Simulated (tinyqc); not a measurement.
X-ray photoelectron analysis of a thin oxide on a semiconductor: attenuation lengths, thickness, angle series and band offsets: one step, computed by the program tinyqc.

The same element is seen in the oxide and in the substrate, at nearly the same kinetic energy; films are flat and uniform, and the work function is ignored.

Problem. Peak ratio. R_0 = (rho_o/M_o) L_o/((rho_s/M_s) L_s); peak ratio R = I_ox/I_sub = R_0 [exp(d/(L_o cos theta)) - 1]; hence d = L_o cos theta ln(1 + R/R_0). A carbon layer weakens both peaks alike, by exp(-d_C/(L_o cos theta)) if its L is taken equal to L_o. This R_0 leaves out intrinsic losses from the substrate peak, so calibrated values can be larger.

Inputs (values chosen for the exercise, modelled on SiO2 on silicon):
```
quantity                        value     unit
oxide density                    2.15   g/cm^3
oxide formula mass              60.08    g/mol
substrate density                2.33   g/cm^3
substrate formula mass          28.09    g/mol
oxide thickness d                 2.5       nm
emission angle from the normal     60  degrees
carbon overlayer                 0.55       nm
```

L in the oxide = 3.724513 nm

L in the substrate = 2.935273 nm

Give: R_0; d/(L_o cos theta); ratio R; oxide share of the counts; attenuation by carbon; depth 3 L_o cos theta.

Solution.

R_0 = 0.54743

d/(L_o cos theta) = 1.3425

ratio R = 1.5484

oxide share of the counts = 0.60759

attenuation by carbon = 0.74428

depth 3 L_o cos theta = 5.5868 nm

Caution: beyond about 60 degrees elastic scattering and roughness make a single attenuation length unreliable.
